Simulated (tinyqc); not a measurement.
## Scale length and length offset from two DIBL values

Problem. DIBL = exp(-Le/(2 l)) + 2 exp(-Le/l) with Le = L - dL. Find l, dL and the drawn length for a DIBL of 100 mV/V.

DIBL at drawn lengths 30 and 54 nm (mV/V): [93.635310, 9.6386750]

Answer. With e = exp(-Le/(2 l)), 2 e^2 + e = DIBL gives e and so Le/l at each length; Le/l is a straight line in L with slope 1/l.

l = 5.600 nm
dL = 1.800 nm
length for 100 mV/V = 29.36 nm

Program tinyqc, `OMP_NUM_THREADS=1 python tinyqc.py 2002162 2002163 out.jsonl`; Intel Xeon 2.30GHz, shared host, one thread, about 0.01 s.
